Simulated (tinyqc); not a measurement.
What an interlayer buys: scattering of inversion-layer electrons by surface optical phonons of the gate insulator (remote phonon scattering). Computed by tinyqc, a small Python program. Command: `OMP_NUM_THREADS=1 python tinyqc.py 3110561 3110562 out.jsonl sophonon walk`. One thread of a shared host (Intel(R) Xeon(R) Processor @ 2.30GHz), about 0.01 s of CPU time with the checks.

One subband with the Fang-Howard envelope; insulator and channel are half-spaces, the gate is far away, and an interlayer only moves the polar surface away by t (its own modes and its permittivity contrast are left out).

Inputs (values chosen for the exercise, modelled on HfO2 on In0.53Ga0.47As): static constant of the insulator eps_0s = 22.2; intermediate constant eps_i = 6.63; optical constant eps_inf = 4.96; hbar omega_TO1 = 12.4 meV; hbar omega_TO2 = 49.1 meV; constant of the channel eps_s = 13.9; in-plane mass m = 0.0414 m_0; valleys g_v = 1; sheet density n = 6e+11 1/cm^2; mean distance of the electrons z0 = 3/b = 2.8 nm; interlayer thickness t = 0.36 nm; temperature T = 250 K; mobility from other processes = 4080 cm^2/(V s).

Screening by the channel electrons: none.

Constants: k_B = 8.617333262e-05 eV/K; hbar^2/(2 m_0) = 3.80998212 eV angstrom^2; e^2/(4 pi eps_0) = 14.39964548 eV angstrom; hbar = 6.582119569e-16 eV s; e = 1.602176634e-19 C; m_0 = 9.1093837015e-31 kg.

Method:
- eps(w) = eps_inf + (eps_0s - eps_i) w1^2/(w1^2 - w^2) + (eps_i - eps_inf) w2^2/(w2^2 - w^2). Surface modes solve eps(w) + eps_s = 0, a quadratic in w^2; the strength of a mode is g = 2/(w d eps/dw).
- Occupation N = 1/(exp(hbar w/(k_B T)) - 1).
- Density of states D = g_v m/(pi hbar^2); eta = E_F/(k_B T) = ln(exp(n/(D k_B T)) - 1); screening wave number q_s = e^2 D/(2 eps_0 eps_avg) x 1/(1 + exp(-eta)), eps_avg = (eps_s + eps_inf)/2; b = 3/z0.
- For a mode of strength g, without the occupation factor, Area x |M(q)|^2 = e^2 hbar w g/(2 eps_0 q) x (b/(b + q))^6 exp(-2 q t).
- Approximate momentum relaxation rate, taking tau v alike in the initial and final states: 1/tau = (m/(2 pi hbar^3)) sum over modes and over absorption (N, E' = E + hbar w) and emission (N + 1, E' = E - hbar w > 0) of [(1 - f(E'))/(1 - f(E))] int_0^(2 pi) Area |M(q)|^2 (1 - cos theta) d theta, q^2 = k^2 + k'^2 - 2 k k' cos theta, f the Fermi function; 48 midpoints in theta from 0 to pi.
- mu = (e/m) int tau E f (1 - f) dE/(k_B T int f dE), by 300 midpoints from 0 to (max(eta, 0) + 14) k_B T; Matthiessen sum with the other processes.

hbar omega_SO (meV): 1 16.4071, 2 51.3399

strengths g: 1 0.0205750, 2 0.0047464

occupations N: 1 0.875913, 2 0.101642

b = 1.07143 1/nm

q_s = 0.132775 1/nm

eta = 1.38753

Against the interlayer thickness:
```
t (nm)  remote-phonon mobility (cm^2/(V s))  total (cm^2/(V s))
0.0                                   13692              3143.3
0.3                                   16846              3284.5
0.6                                   20572              3404.7
1.0                                   26520              3536.0
1.5                                   35694              3661.5
2.0                                   46984              3754.0
3.0                                   76577              3873.6
```

1 nm of interlayer raises the remote-phonon mobility by a factor 1.94, as exp(2 q t) with an effective q of 0.33 per nm; between 2 and 3 nm the effective q is 0.24. The total goes from 3140 to 3540 over the first nanometre.

Extremes, crossings and ranges named in words are read from the listed rows.
